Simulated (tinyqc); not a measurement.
Contact resistivity and sheet resistance from two contact lengths.

Inverse problem. Rc = [sqrt(rc Rsh)/Wc] coth(Lc/(2 LT)), LT = sqrt(rc/Rsh), Wc = 60 nm; the second contact is twice as long as the first. Find LT, rc and Rsh.

Rc for Lc = 19 and 38 nm (ohm): 185.312797  124.834225

Solution. With t = tanh(Lc/(2 LT)) for the shorter contact, the resistance of the longer over that of the shorter is (1 + t^2)/2. Then sqrt(rc Rsh) = Rc t Wc, and rc and Rsh follow by multiplying and dividing by LT.

LT = 14.04 nm
rc = 9.200e-10 ohm cm^2
Rsh = 466.7 ohm

tinyqc, about 0.1 s, one thread, Intel Xeon 2.30GHz (shared host): `OMP_NUM_THREADS=1 python tinyqc.py 2170173 2170174 out.jsonl`
